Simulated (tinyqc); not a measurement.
A double barrier with mass mismatch, transfer matrices: two steps of the calculation.

One electron of energy E comes from the left lead (band edge 0); no transverse momentum. Parabolic bands, masses in units of m0, C = hbar^2/(2 m0); psi and psi'/m are continuous at every interface. Barrier d1, well Lw, barrier d2; the right lead equals the left one.

Parameters, values chosen for the exercise; masses and offsets of a made-up heterostructure:
- mL = 0.053 m0 (mass in the left lead)
- U1 = 0.67 eV (barrier height)
- m1 = 0.062 m0 (barrier mass)
- d1 = 2.6 nm (width of the first barrier)
- Lw = 4.3 nm (well width (edge 0, mass mL))
- d2 = 1.9 nm (width of the second barrier)
- E = 0.078 eV (electron energy)

Constants: q = 1.602176634e-19 C, hbar = 1.054571817e-34 J s, m0 = 9.1093837015e-31 kg, hbar^2/(2 m0) = 0.0380998212 eV nm^2. Results are converted to the units shown.

Problem 1. Matrices of the layers. For the pair (psi, psi'/m) a flat layer has M = [[cos kd, (m/k) sin kd], [-(k/m) sin kd, cos kd]] with k = sqrt(m (E - U)/C) above its edge U, and M = [[cosh Kd, (m/K) sinh Kd], [(K/m) sinh Kd, cosh Kd]] with K = sqrt(m (U - E)/C) below it. M12 is in nm, M21 in 1/nm.

Find: M of layer 1; M of layer 2; M of layer 3.

Solution 1.

M of layer 1:

|  | 1 | 2 |
|---|---|---|
| 1 | 6.4549 | 0.40282 |
| 2 | 100.95 | 6.4549 |

M of layer 2:

|  | 1 | 2 |
|---|---|---|
| 1 | 0.15376 | 0.15899 |
| 2 | -6.1412 | 0.15376 |

M of layer 3:

|  | 1 | 2 |
|---|---|---|
| 1 | 3.3050 | 0.19898 |
| 2 | 49.869 | 3.3050 |

Problem 2. Product of the matrices. The matrix of the later layer stands to the left: M = M_n ... M_2 M_1; det M = 1.

M of layer 1:

|  | 1 | 2 |
|---|---|---|
| 1 | 6.4548815 | 0.40281858 |
| 2 | 100.95238 | 6.4548815 |

M of layer 2:

|  | 1 | 2 |
|---|---|---|
| 1 | 0.15376332 | 0.15898509 |
| 2 | -6.1411851 | 0.15376332 |

M of layer 3:

|  | 1 | 2 |
|---|---|---|
| 1 | 3.3050101 | 0.19898483 |
| 2 | 49.868585 | 3.3050101 |

Find: M.

Solution 2.

M:

|  | 1 | 2 |
|---|---|---|
| 1 | 51.526 | 3.3017 |
| 2 | 770.17 | 49.370 |

Range of the model: Masses are held fixed, although real bands cease to be parabolic a few tenths of an eV from their edges (inside a barrier too).

Numbers from tinyqc (`OMP_NUM_THREADS=1 python tinyqc.py 2560019 2560020 out.jsonl`; about 0.06 s on one thread of a shared Intel Xeon 2.30GHz).
